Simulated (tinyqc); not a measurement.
# Four-point probe at the centre of a round wafer

Four collinear probes with spacing s at the centre of a thin disc of diameter d with an insulating edge: Rs = C V/I, C = pi/{ln 2 + ln[((d/s)^2 + 3)/((d/s)^2 - 3)]}; C tends to pi/ln 2 = 4.5324. x = d/s.

Values chosen for this exercise: sheet density of the layer ns = 4.1e14 cm^-2; drift mobility mu = 360 cm^2/(V s); current I = 50 uA.

Constants: q = 1.602176634e-19 C. Results are converted to the units shown.

Results:
```
x        C  C over its limit  V for Rs = 1/(q ns mu) (mV)
4    2.929            0.6462                       0.7219
5    3.362            0.7419                       0.6288
7.5  3.927            0.8665                       0.5384
15   4.364            0.9630                       0.4844
20   4.436            0.9788                       0.4766
40   4.508            0.9946                       0.4690
100  4.528            0.9991                       0.4669
```

Estimate the missing row, x = 10.

Computed row:
```
x       C  C over its limit  V for Rs = 1/(q ns mu) (mV)
10  4.171            0.9203                       0.5069
```

With this row back in the table: C rises from 2.929 to 4.528. Using 4.5324 overstates Rs by 54.7 % in the first row and by under 1 % from d/s = 40 on among the rows.

Numbers from tinyqc (`OMP_NUM_THREADS=1 python tinyqc.py 2850103 2850104 out.jsonl`; about 0.01 s on one thread of a shared Intel Xeon 2.30GHz).
